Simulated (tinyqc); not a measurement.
# Worked calculation: front-illuminated p-i-n photodiode, quantum efficiency and bandwidth

Program tinyqc, `OMP_NUM_THREADS=1 python tinyqc.py 2250012 2250013 out.jsonl`; Intel Xeon 2.30GHz, shared host, one thread, about 0.01 s. Printed values are rounded.

Light enters through a p layer (0 to xp), a depleted layer (xp to xp + wi) and a thick n substrate, decaying as exp(-al x); one pass, no back reflection. Carriers made in the depleted layer are all collected; those in the neutral layers diffuse.

Parameters, values chosen for the exercise; values close to those of gallium arsenide at this wavelength: wavelength lam = 850 nm; absorption coefficient al = 10200 1/cm; reflectance of the front face Rf = 0.02; relative permittivity eps_r = 12.8; thickness of the front p layer xp = 0.17 um; thickness of the depleted layer wi = 1.4 um; electron diffusion coefficient in the p layer Dn = 42 cm^2/s; electron diffusion length in the p layer Ln = 0.27 um; recombination velocity of the front surface S = 600 cm/s; hole diffusion length in the thick n substrate Lp = 6.5 um; electron drift velocity ve = 8.26e6 cm/s; hole drift velocity vh = 5.64e6 cm/s; diameter dia = 430 um; load resistance RL = 50 ohm; parasitic capacitance Cp = 40 fF; modulation frequency f = 27 GHz.

Constants: q = 1.602176634e-19 C, h = 6.62607015e-34 J s, c = 299792458 m/s, eps0 = 8.8541878128e-14 F/cm where lengths are in cm. Results are converted to the units shown.

## Quantum efficiency

k = al Ln, s = S Ln/Dn, e = exp(-al xp); front layer f1 = (k/(k^2 - 1)) {[s + k - e (s cosh(xp/Ln) + sinh(xp/Ln))]/[s sinh(xp/Ln) + cosh(xp/Ln)] - k e}; depleted layer f2 = e (1 - exp(-al wi)); substrate f3 = e exp(-al wi) al Lp/(1 + al Lp); external efficiency (1 - Rf)(f1 + f2 + f3); responsivity = efficiency q lam/(h c).

s = 3.857143e-4
f1 = 0.1406361
f2 = 0.6391872
f3 = 0.1751902
external efficiency = 0.9359131
responsivity = 0.6416351 A/W

The front layer absorbs 15.9 % of the light that enters and collects 88.3 % of that. Diffusion from the neutral layers makes up 33.1 % of the current.

## Response at one frequency

Drift response for pairs made in the depleted layer, a = al wi, g = 1 - exp(-a), u = 2 pi i f, te = wi/ve, th = wi/vh: electrons He = [g - a (exp(-a) - exp(-u te))/(u te - a)]/(u te g), holes Hh = [g - a (1 - exp(-a - u th))/(a + u th)]/(u th g); C = eps0 eps_r pi (dia/2)^2/wi + Cp; total |He + Hh|/sqrt(1 + (2 pi f RL C)^2), for the current of the depleted layer alone.

te = 16.94915 ps
th = 24.82270 ps
He = 0.2433440-0.4088588i
Hh = 0.1127251-0.2215181i
|He + Hh| = 0.7239892
C = 11795.94 fF
total response = 0.007235426

The drift response alone falls to 1/sqrt(2) at 28.0 GHz and the RC term alone at 0.270 GHz; together they give 0.270 GHz.
